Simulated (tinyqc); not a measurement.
Worked calculation: UKS/LDA (PW92) in the sto-3g basis, for BeH, spin multiplicity 2. One step of it, computed by the program tinyqc.

Question. Iteration 1: diagonalisation and new density. Diagonalise F' = X^T F X, C = X C', fill 3 alpha and 2 beta electrons from the bottom; D(s) = C_occ C_occ^T; the new density keeps 0.5 of the old one (damping). Each column has its largest component positive (the first on a tie).

F(alpha) (hartree), lower triangle:
```
            1Be 1s     1Be 2s    1Be 2px    1Be 2py    1Be 2pz      2H 1s
1Be 1s   -5.319072
1Be 2s   -1.333633  -0.595171
1Be 2px  -0.015317  -0.047166  -0.122058
1Be 2py  -0.005555  -0.015403   0.000523  -0.135454
1Be 2pz  -0.024389  -0.116593   0.000046  -0.006207  -0.121215
2H 1s    -0.022122  -0.081748  -0.001719  -0.000753  -0.106418  -0.341373
```

F(beta) (hartree), lower triangle:
```
            1Be 1s     1Be 2s    1Be 2px    1Be 2py    1Be 2pz      2H 1s
1Be 1s   -5.277337
1Be 2s   -1.324107  -0.567956
1Be 2px  -0.011880  -0.041846  -0.100378
1Be 2py  -0.001348  -0.013845   0.010698  -0.094505
1Be 2pz  -0.023286  -0.108927   0.005058  -0.004416  -0.102409
2H 1s    -0.021975  -0.076189  -0.001504  -0.000843  -0.097617  -0.257136
```

X, lower triangle:
```
            1Be 1s     1Be 2s   1Be 2px   1Be 2py    1Be 2pz     2H 1s
1Be 1s    1.026784
1Be 2s   -0.136614   1.032437
1Be 2px   0.000000   0.000000  1.000000
1Be 2py   0.000000   0.000000  0.000000  1.000000
1Be 2pz  -0.001524   0.008270  0.000000  0.000000   1.011660
2H 1s     0.010268  -0.062875  0.000000  0.000000  -0.089218  1.017241
```

D(alpha) at the start, lower triangle:
```
            1Be 1s     1Be 2s    1Be 2px    1Be 2py    1Be 2pz     2H 1s
1Be 1s    0.326539
1Be 2s    0.162578   0.449336
1Be 2px  -0.235336  -0.161473   0.470243
1Be 2py   0.063882  -0.070354   0.325054   0.476789
1Be 2pz   0.110278  -0.390202  -0.213193  -0.082502   0.693769
2H 1s    -0.349241   0.012572   0.048790  -0.339322  -0.228786  0.578198
```

D(beta) at the start, lower triangle:
```
            1Be 1s     1Be 2s    1Be 2px    1Be 2py    1Be 2pz     2H 1s
1Be 1s    0.280614
1Be 2s    0.179075   0.443409
1Be 2px  -0.309014  -0.135006   0.352041
1Be 2py  -0.080003  -0.018666   0.094220   0.025996
1Be 2pz   0.111909  -0.390789  -0.210575  -0.077389   0.693711
2H 1s    -0.217835  -0.034633   0.259605   0.072376  -0.233455  0.202203
```

overlap S, lower triangle:
```
           1Be 1s    1Be 2s   1Be 2px   1Be 2py   1Be 2pz     2H 1s
1Be 1s   1.000000
1Be 2s   0.259517  1.000000
1Be 2px  0.000000  0.000000  1.000000
1Be 2py  0.000000  0.000000  0.000000  1.000000
1Be 2pz  0.000000  0.000000  0.000000  0.000000  1.000000
2H 1s    0.004095  0.117791  0.000000  0.000000  0.173434  1.000000
```

Give: F' = X^T F X; orbital energies; coefficients C; F' = X^T F X; orbital energies; coefficients C; D(alpha) after iteration 1; D(beta) after iteration 1.

Answer.

F' = X^T F X (alpha) (hartree), lower triangle:
```
         1        2        3        4        5        6
1  -5.2450
2  -0.6084  -0.3504
3  -0.0093  -0.0465  -0.1221
4  -0.0036  -0.0151   0.0005  -0.1355
5  -0.0114  -0.1098  -0.0002  -0.0063  -0.1093
6   0.0126  -0.0317   0.0011   0.0007  -0.0621  -0.3274
```

orbital energies (alpha) (hartree): MO1 -5.3197, MO2 -0.3905, MO3 -0.2821, MO4 -0.1350, MO5 -0.1169, MO6 -0.0454

coefficients C (alpha):
```
             MO1      MO2      MO3      MO4      MO5      MO6
1Be 1s    1.0025  -0.1517   0.1827   0.0130   0.0259   0.1042
1Be 2s   -0.0099   0.5881  -0.7357  -0.0538  -0.1115  -0.4315
1Be 2px   0.0029   0.0985  -0.1907  -0.2203   0.9182   0.2495
1Be 2py   0.0010   0.0419  -0.0756   0.9737   0.2107   0.0101
1Be 2pz   0.0044   0.3322  -0.2330   0.0268  -0.3155   0.8755
2H 1s     0.0004   0.6297   0.7704   0.0033   0.1446  -0.1893
```

F' = X^T F X (beta) (hartree), lower triangle:
```
         1        2        3        4        5        6
1  -5.2032
2  -0.6078  -0.3236
3  -0.0065  -0.0414  -0.1004
4   0.0005  -0.0141   0.0107  -0.0945
5  -0.0113  -0.1022   0.0049  -0.0045  -0.0909
6   0.0128  -0.0334   0.0005   0.0004  -0.0628  -0.2422
```

orbital energies (beta) (hartree): MO1 -5.2779, MO2 -0.3398, MO3 -0.2170, MO4 -0.1090, MO5 -0.0836, MO6 -0.0274

coefficients C (beta):
```
             MO1      MO2      MO3      MO4      MO5      MO6
1Be 1s    1.0024  -0.1856   0.1532   0.0098   0.0188   0.0989
1Be 2s   -0.0096   0.7255  -0.6223  -0.0435  -0.0785  -0.4086
1Be 2px   0.0022   0.1103  -0.1875   0.7363   0.5694   0.2937
1Be 2py   0.0002   0.0437  -0.0500  -0.6390   0.7627   0.0752
1Be 2pz   0.0042   0.3873  -0.1016  -0.2066  -0.2870   0.8638
2H 1s     0.0004   0.4549   0.8642   0.1231   0.1565  -0.2310
```

D(alpha) after iteration 1, lower triangle:
```
          1Be 1s   1Be 2s  1Be 2px  1Be 2py  1Be 2pz   2H 1s
1Be 1s    0.6940
1Be 2s   -0.0354   0.6682
1Be 2px  -0.1411   0.0184   0.2582
1Be 2py   0.0224   0.0049   0.1718   0.2421
1Be 2pz   0.0109  -0.0117  -0.0680  -0.0255   0.4292
2H 1s    -0.1518  -0.0919  -0.0180  -0.1856  -0.0995  0.7841
```

D(beta) after iteration 1, lower triangle:
```
          1Be 1s   1Be 2s  1Be 2px  1Be 2py  1Be 2pz   2H 1s
1Be 1s    0.6600
1Be 2s    0.0174   0.4849
1Be 2px  -0.1636  -0.0275   0.1821
1Be 2py  -0.0439   0.0065   0.0495   0.0140
1Be 2pz   0.0221  -0.0549  -0.0839  -0.0302   0.4219
2H 1s    -0.1509   0.1477   0.1549   0.0461  -0.0286  0.2046
```
